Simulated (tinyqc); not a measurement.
Angle series: uniform film or islands? Model: X-ray photoelectron analysis of a thin oxide on a semiconductor: attenuation lengths, thickness, angle series and band offsets. Computed by tinyqc, a small Python program. Command: `OMP_NUM_THREADS=1 python tinyqc.py 3112001 3112002 out.jsonl xps walk`. One thread of a shared host (Intel(R) Xeon(R) Processor @ 2.30GHz), about 0.01 s of CPU time with the checks.

The same element is seen in the oxide and in the substrate, at nearly the same kinetic energy; films are flat and uniform, and the work function is ignored.

Inputs (values chosen for the exercise, modelled on SiO2 on silicon):
```
quantity,value,unit
photon energy,650,eV
binding energy of the core level,99.4,eV
oxide density,2.21,g/cm^3
oxide formula mass,60.08,g/mol
valence electrons per oxide formula,16,-
oxide gap,8.84,eV
substrate density,2.33,g/cm^3
substrate formula mass,28.09,g/mol
valence electrons per substrate formula,4,-
substrate gap,1.12,eV
oxide thickness d,8.4,nm
emission angle from the normal,30,degrees
attenuation length over inelastic mean free path,0.9,-
carbon overlayer,0.79,nm
```

Method:
- TPP-2M: lambda = E/(E_p^2 [b ln(c E) - C/E + D/E^2]) in angstrom, E_p = 28.8 sqrt(N_v rho/M), b = -0.10 + 0.944/sqrt(E_p^2 + E_g^2) + 0.069 rho^0.1, c = 0.191/sqrt(rho), U = N_v rho/M, C = 1.97 - 0.91 U, D = 53.4 - 20.8 U, with E = photon energy less binding energy in eV.
- Attenuation length L = factor x lambda.
- R_0 = (rho_o/M_o) L_o/((rho_s/M_s) L_s); peak ratio R = I_ox/I_sub = R_0 [exp(d/(L_o cos theta)) - 1]; hence d = L_o cos theta ln(1 + R/R_0). A carbon layer weakens both peaks alike, by exp(-d_C/(L_o cos theta)) if its L is taken equal to L_o. This R_0 leaves out intrinsic losses from the substrate peak, so calibrated values can be larger.
- Islands: half of the surface carries 2 d and half none, R = R_0 (1/2)(1 - t)/(1/2 + t/2) with t = exp(-2 d/(L_o cos theta)); the apparent thickness is read with the uniform formula.

R_0 = 0.562154

L in the oxide = 1.72925 nm

Against the angle:
```
theta (degrees),"R, uniform","R, islands","apparent d, islands (nm)"
0,7.1796e+01,0.56209,1.1985
20,9.8266e+01,0.56212,1.1263
35,2.1090e+02,0.56215,0.9818
45,5.4060e+02,0.56215,0.8476
55,2.6779e+03,0.56215,0.6875
65,5.5166e+04,0.56215,0.5066
75,7.9589e+07,0.56215,0.3102
```

A uniform film gives d = 8.4 nm at every angle. The island film of the same volume reads 1.20 nm at normal emission and 0.310 nm at 75 degrees; its ratio cannot pass R_0, since the bare half always shows the substrate.

Extremes, crossings and ranges named in words are read from the listed rows.
